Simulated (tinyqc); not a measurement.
Comparisons within one model: temperature and isotope dependence of a band gap in oscillator models. A value that a table varies takes the place of the one given here.

E(T) = E0 - sum_i sl_i th_i n_i(T), n = 1/(exp(th/T) - 1). The same coupling lowers the gap at 0 K by the zero-point term ZP = sum_i sl_i th_i/2, so the gap of the static lattice is E0 + ZP. Thermal expansion is taken as part of the slopes.

Two-parameter forms are made to pass through the falls at the two temperatures T12: Varshni aV T^2/(T + bV), from the line T^2/fall = (T + bV)/aV; one oscillator s1 t1/(exp(t1/T) - 1), with t1 from the ratio of the falls.

Constants: kB = 8.617333262e-05 eV/K; hbar^2/2m0 = 3.80998211 eV angstrom^2.

Parameters, chosen for this exercise (near those of diamond; the results hold for these values, not for the real material):
- E0 = 5.5 eV (gap at 0 K)
- th = (455, 1674) K (temperatures of two oscillators)
- sl = (0.1051, 0.4789) meV/K (their high-temperature slopes)
- T12 = (1220, 2920) K (temperatures of the fits)
- mm = 1.12 m0 (geometric mean of the density-of-states masses)
- T = 300 K (temperature)

## How far the fits carry

Falls of the gap from E0, and errors of the two fits against the model.

Results:
```
T (K)  fall (meV)  Varshni - model (meV)  one oscillator - model (meV)  fall/ZP
20           0.00                   0.19                          0.00    0.000
50           0.01                   1.13                         -0.01    0.000
100          0.51                   3.89                         -0.51    0.001
200          5.66                  10.86                         -4.90    0.013
300         16.48                  18.56                         -8.65    0.039
400         34.96                  23.92                         -9.42    0.082
600         94.61                  24.81                         -6.93    0.223
800        175.25                  17.98                         -3.89    0.413
```

Below the first fit point the largest errors are +24.81 meV (Varshni, 600 K, on a fall of 94.61 meV) and -9.42 meV (one oscillator, 400 K); a T^2 law cannot freeze out; a single oscillator misses the soft modes. No row lies well beyond the second fit point, so the table does not test extrapolation to high T. The thermal fall stays below ZP up to 800 K.

## What the shift does to the intrinsic density

ni = 2 (mm kT/(4 pi c))^(3/2) exp(-E/2kT), c = hbar^2/2m0, with E(T) and with E0; 1 angstrom^-3 = 1e24 cm^-3. Apparent gap from an Arrhenius plot of ni/T^(3/2): E(T) - T dE/dT, dE/dT = -sum sl_i (th_i/T)^2 n_i (1 + n_i).

Results:
```
T (K)  E(T) (eV)  ni (cm^-3)  ni with E(T) / ni with E0  apparent gap (eV)
200       5.4943    9.63e-51                      1.179             5.5098
250       5.4898    1.05e-36                      1.268             5.5165
300       5.4835    2.59e-27                      1.375             5.5266
350       5.4753    1.42e-20                      1.506             5.5400
400       5.4650    1.71e-15                      1.660             5.5555
500       5.4386    2.49e-08                      2.040             5.5890
700       5.3670        5.07                      3.011             5.6506
```

Using E0 in place of E(T) understates ni by a factor that rises from 1.18 to 3.01, towards exp(sum sl/2kB) = 29.6. The slope of an Arrhenius plot returns neither E(T) nor E0 but the intercept of the tangent, 5.5266 eV at 300 K, which lies 27 meV above E0 and tends to the static gap 5.9247 eV.

## What each parameter does

Gap at T, slope -sum sl_i (th_i/T)^2 n_i (1 + n_i) and ZP. Each row changes one parameter from the base and keeps the others.

Results:
```
case                         E(T) (eV)  dE/dT (meV/K)  ZP (meV)
base                            5.4835        -0.1438    424.75
T = 340 K                       5.4771        -0.1764    424.75
E0 = 5.51 eV                    5.4935        -0.1438    424.75
th = (455, 2008) K              5.4854        -0.1137    504.73
sl = (0.1366, 0.4789) meV/K     5.4795        -0.1699    431.92
```

The largest shifts from the base row, up to three for each result and ties (the steps differ in size, so this ranks the rows, not the parameters). E(T) (eV): E0 +0.0100, T -0.0064, sl -0.0040. dE/dT (meV/K): T -0.0326, th +0.0300, sl -0.0261; unchanged at the printed digits by E0. ZP (meV): th +79.98, sl +7.17; unchanged at the printed digits by T and E0.

tinyqc: `OMP_NUM_THREADS=1 python tinyqc.py 1850825 1850826 out.jsonl`; about 0.01 s, one thread, shared Intel(R) Xeon(R) Processor @ 2.30GHz.
